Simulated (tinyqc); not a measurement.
X-ray photoelectron analysis of a thin oxide on a semiconductor: attenuation lengths, thickness, angle series and band offsets: one step, computed by the program tinyqc.

The same element is seen in the oxide and in the substrate, at nearly the same kinetic energy; films are flat and uniform, and the work function is ignored.

Problem. Band offsets by core levels. Valence band offset = (E_core - E_v)(substrate) - (E_core - E_v)(oxide) + (core level separation at the interface, oxide less substrate). The separation is made here from the given offset; a uniform field F that raises the binding energy towards the surface shifts the oxide peak by e F <z>, <z> = d/(1 - exp(-x)) - d/x, x = d/(L_o cos theta), being the mean distance from the interface. Conduction band offset = oxide gap - substrate gap - valence band offset.

Inputs (values chosen for the exercise, modelled on SiO2 on silicon):

| quantity | value | unit |
|---|---|---|
| oxide gap | 8.9 | eV |
| substrate gap | 1.12 | eV |
| oxide thickness d | 1.6 | nm |
| valence band offset used to make the data | 4.55 | eV |
| core level less valence band top, substrate | 98.98 | eV |
| core level less valence band top, thick oxide | 98.4 | eV |
| field in the oxide | 1.1 | MV/cm |

d/(L_o cos theta) = 0.9361322

Give: separation without field; <z>; separation with field; apparent valence band offset; true conduction band offset; apparent conduction band offset.

Solution.

separation without field = 3.97 eV

<z> = 0.92303 nm

separation with field = 4.0715 eV

apparent valence band offset = 4.6515 eV

true conduction band offset = 3.23 eV

apparent conduction band offset = 3.1285 eV

The field biases both offsets by 0.10 eV, in opposite directions.
